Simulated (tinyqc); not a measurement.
What the anneal budget does: two-dimensional dopant profile at a mask edge: lateral junction, overlap and effective channel length. Computed by tinyqc, a small Python program. Command: `OMP_NUM_THREADS=1 python tinyqc.py 3004410 3004411 out.jsonl lateral walk`. One thread of a shared host (Intel(R) Xeon(R) Processor @ 2.30GHz), about 0.02 s of CPU time with the checks.

Ions enter for y < 0; the mask (spacer, then gate) covers y > 0. x is the depth. The surface reflects dopant during the anneal.

Inputs (values chosen for the exercise, modelled on a source-drain extension in silicon):
```
quantity               value    unit
dose Q               2.9e+14  1/cm^2
projected range R_p      3.5      nm
vertical straggle        1.1      nm
lateral straggle         1.5      nm
anneal budget D t    3.4e-15    cm^2
channel doping C_B   1.7e+17  1/cm^3
gate length L_g           18      nm
offset spacer            2.4      nm
```

Method:
- Widths s_x^2 = (vertical straggle)^2 + 2 D t, s_y^2 = (lateral straggle)^2 + 2 D t. C(x, y) = V(x) (1/2) erfc(y/(sqrt2 s_y)), V(x) = Q/(sqrt(2 pi) s_x) [exp(-(x - R_p)^2/(2 s_x^2)) + exp(-(x + R_p)^2/(2 s_x^2))]; 1 nm = 1e-7 cm.
- The lateral junction at depth x solves C = C_B: y_j(x) = sqrt2 s_y erfc^-1(2 C_B/V(x)). Overlap under the gate = y_j(0) - spacer; metallurgical channel L_met = L_g - 2 overlap (tails from the two sides are not added).
- x_j solves V(x) = C_B. Budgets are multiples of the given D t (at 0 the mirror term is kept, which overstates V(0) as implanted); those with V(0) not above 2.5 C_B are left out.

Junctions (nm):
```
multiple     s_x     s_y     x_j  y_j(0)  y_j/x_j   L_met
0.0       1.1000  1.5000   8.096   3.350  0.41378  16.100
0.1       1.1305  1.5225   8.216   3.541  0.43094  15.718
0.3       1.1891  1.5665   8.447   3.878  0.45918  15.043
1.0       1.3748  1.7117   9.171   4.787  0.52202  13.225
2.0       1.6031  1.9000  10.053   5.732  0.57021  11.336
4.0       1.9824  2.2293  11.499   7.129  0.61997   8.541
8.0       2.5788  2.7731  13.736   9.163  0.66710   4.473
16.0      3.4771  3.6235  17.038  12.090  0.70963  -1.381
```

What follows from these numbers?

The ratio y_j/x_j goes from 0.41 to 0.71: as implanted, x_j includes R_p and y_j only the lateral straggle; after long diffusion both scale roughly with sqrt(D t) as long as V(0) stays far above C_B, and the ratio stays below 1 because the edge starts from half the concentration and an erfc falls faster than the Gaussian. L_met is negative in the rows beyond a multiple of 8: source and drain merge.
